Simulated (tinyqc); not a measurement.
Inside a calculation: quantum well in an electric field by finite differences. Values are carried at full precision from step to step, so a last printed digit may differ when a step is redone from the rounded ones.

Finite differences on points z_i at the centres of cells of width h: H_ii = (c/h^2)(1/m_(i-1/2) + 1/m_(i+1/2)) + V_i, H_(i,i+1) = -(c/h^2)/m_(i+1/2), where m_(i+1/2) is the mean of the masses at the two points (the end values are repeated outwards), psi = 0 on the points beyond both ends, c = hbar^2/2m0. The field adds e F (z - z0) with z0 the middle of the structure; 1 kV/cm = 1e-5 eV/angstrom.

Constants: hbar^2/2m0 = 3.80998211 eV angstrom^2.

Inputs chosen for the exercise (near those of an InGaAs well in InP; the results hold for these values, not for the real material):
```
symbol  value                                                           unit      meaning
layers  ((100, 0.241, 0.0825), (125, 0, 0.0403), (100, 0.241, 0.0825))            each layer: thickness in angstrom, band edge in eV, mass in m0
F       29                                                              kV/cm     field along z
h       25                                                              angstrom  cell width of the coarse grid
hf      1.5625                                                          angstrom  cell width of the fine grid
```

## The coarse grid

List the points, the potential with the field, and the masses.

Grid:
```
i,z (angstrom),V (eV),m (m0)
1,12.5,0.1975,0.0825
2,37.5,0.2047,0.0825
3,62.5,0.2120,0.0825
4,87.5,0.2193,0.0825
5,112.5,-0.0145,0.0403
6,137.5,-0.0073,0.0403
7,162.5,0.0000,0.0403
8,187.5,0.0073,0.0403
9,212.5,0.0145,0.0403
10,237.5,0.2627,0.0825
11,262.5,0.2700,0.0825
12,287.5,0.2772,0.0825
13,312.5,0.2845,0.0825
```

## The tridiagonal Hamiltonian

Form the diagonal and the neighbouring elements; V in the grid already includes the field.

diagonal H_ii (eV): 0.3453  0.3525  0.3598  0.3924  0.2360  0.2953  0.3025  0.3098  0.2650  0.4359  0.4178  0.4250  0.4323

H_(i,i+1) (eV): -0.0739  -0.0739  -0.0739  -0.0993  -0.1513  -0.1513  -0.1513  -0.1513  -0.0993  -0.0739  -0.0739  -0.0739

## Lowest levels on the coarse grid

Diagonalise the symmetric tridiagonal matrix; give the three lowest levels and the weights u_i^2 (sum 1) of the two lowest.

levels (eV): 0.0229  0.1027  0.2222

weights on the points:
```
,1,2,3,4,5,6,7,8,9,10,11,12,13
level 1,0.000,0.000,0.001,0.014,0.180,0.270,0.261,0.181,0.088,0.005,0.000,0.000,0.000
level 2,0.000,0.000,0.004,0.039,0.282,0.114,0.010,0.222,0.296,0.029,0.002,0.000,0.000
```

## Halving the cell width

The same with h, h/2, ..., h/32. The end points move with h, since psi vanishes half a cell beyond the structure. Richardson value (4 E(h/32) - E(h/16))/3.

Convergence:
```
cell (angstrom),points,E1 (eV),E2 (eV),E1 - finest (meV)
25.0000,13,0.02288,0.10274,-4.755
12.5000,26,0.02619,0.11299,-1.437
6.2500,52,0.02726,0.11587,-0.376
3.1250,104,0.02754,0.11661,-0.091
1.5625,208,0.02761,0.11680,-0.018
0.7812,416,0.02763,0.11685,0.000
```

Richardson values of E1, E2 (eV): 0.02764  0.11686

The coarse grid is 4.8 meV too low in E1. The last differences between rows shrink by a factor 4.0 (4 for a pure h^2 error, 2 for one linear in h).

## Positions and dipoles on the fine grid

With h sum psi^2 = 1: <z - z0> of three levels, |z_12| and |z_13|, the mass m1 from 1/m1 = <1|1/m|1>, and f_1j = (m1/c)(E_j - E_1) z_1j^2.

levels (eV): 0.0276  0.1168  0.2380

<z - z0> (angstrom): -6.7  1.1  -60.4

|z_12|, |z_13| (angstrom): 31.66  1.13

m1 = 0.0411 m0

f_12, f_13: 0.964  0.003

Parity is broken, so the 1-3 transition is allowed, with 0.003 times the strength of 1-2. E2 - E1 = 89.2 meV, a wavelength of 13.9 micrometre (hc = 1239.841984 eV nm). Level 3 lies above the lowest point of the outer barriers, so it is a resonance or a state of the finite grid, and values that rest on it depend on the ends of the grid.

## Checks

- E1 at zero field on the grid h/32 against transfer matrices between the same hard ends, eV: both 0.0286.

Run: tinyqc, `OMP_NUM_THREADS=1 python tinyqc.py 1281804 1281805 out.jsonl`; Intel(R) Xeon(R) Processor @ 2.30GHz, one thread, shared host; about 0.02 s of CPU time with all checks.
